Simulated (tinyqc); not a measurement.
Worked calculation: bound state in one dimension: Numerov shooting, finite differences, DVR. Computed by tinyqc, a small Python program that keeps every step. Settings: points = 96. Command: `OMP_NUM_THREADS=1 python tinyqc.py 25771 25772 out.jsonl` (the two numbers bound the seeds that draw the settings). One thread of a shared host (Intel(R) Xeon(R) Processor @ 2.60GHz), about 0.01 s of CPU time with the checks.

## Numerov steps at E = 0.1

One particle of mass 1 in V = 2.75 (x^2 - 1.69^2)^2 / 1.69^4 (atomic units), psi = 0 at both ends:

| parameter | value |
|---|---|
| left end | -3.400000 |
| right end | 3.400000 |
| intervals | 96 |
| h | 0.070833 |
| state sought (nodes) | 1 |

k_i = 2 m (E - V_i); (1 + h^2 k_(i+1)/12) y_(i+1) = 2 (1 - 5 h^2 k_i/12) y_i - (1 + h^2 k_(i-1)/12) y_(i-1), from y_0 = 0, y_1 = 0.001.

Points along the way:

| i | x | V | k | y |
|---|---|---|---|---|
| 0 | -3.400000 | 25.539575 | -50.879149 | 0.000000 |
| 1 | -3.329167 | 22.818933 | -45.437866 | 0.001000 |
| 2 | -3.258333 | 20.303949 | -40.407898 | 0.002228 |
| 3 | -3.187500 | 17.985151 | -35.770302 | 0.003909 |
| 4 | -3.116667 | 15.853272 | -31.506544 | 0.006296 |
| 5 | -3.045833 | 13.899248 | -27.598496 | 0.009682 |
| 32 | -1.133333 | 0.832723 | -1.465446 | 1.045261 |
| 33 | -1.062500 | 1.005699 | -1.811398 | 1.116338 |
| 34 | -0.991667 | 1.182282 | -2.164564 | 1.197594 |
| 35 | -0.920833 | 1.359518 | -2.519037 | 1.291895 |
| 36 | -0.850000 | 1.534659 | -2.869318 | 1.402569 |
| 37 | -0.779167 | 1.705158 | -3.210315 | 1.533489 |

## Bisection on the node count

With more sign changes than the state has nodes (the last point included) the energy is too high, else too low; the bracket starts as 0.1 to 12.

Trials:

| trial | E | sign changes | y at the right end | next |
|---|---|---|---|---|
| 1 | 6.05000000 | 5 | -5.74e-01 | lower |
| 2 | 3.07500000 | 3 | -6.53e-01 | lower |
| 3 | 1.58750000 | 2 | 2.46e+01 | lower |
| 4 | 0.84375000 | 0 | 3.46e+02 | raise |
| 5 | 1.21562500 | 0 | 2.29e+00 | raise |
| 6 | 1.40156250 | 2 | 5.87e+00 | lower |
| 7 | 1.30859375 | 1 | -2.66e-01 | raise |
| 8 | 1.35507812 | 2 | 2.12e+00 | lower |
| 9 | 1.33183594 | 2 | 7.12e-01 | lower |
| 10 | 1.32021484 | 2 | 1.64e-01 | lower |
| 11 | 1.31440430 | 1 | -6.66e-02 | raise |
| 12 | 1.31730957 | 2 | 4.48e-02 | lower |
| 13 | 1.31585693 | 1 | -1.19e-02 | raise |
| 14 | 1.31658325 | 2 | 1.62e-02 | lower |
| ... | ... | ... | ... | ... |
| 29 | 1.31616550 | 2 | 8.15e-07 | lower |
| 30 | 1.31616549 | 2 | 3.87e-07 | lower |
| 31 | 1.31616548 | 2 | 1.73e-07 | lower |

eigenvalue = 1.31616548 hartree

## The same grid by other methods

Three-point finite differences and the sine-DVR kinetic matrix of Colbert and Miller on the same points.

Lowest levels (hartree):

| state | finite differences | DVR |
|---|---|---|
| 0 | 1.246109 | 1.246997 |
| 1 | 1.315183 | 1.316167 |
| 2 | 3.023227 | 3.025273 |
| 3 | 3.868159 | 3.873918 |
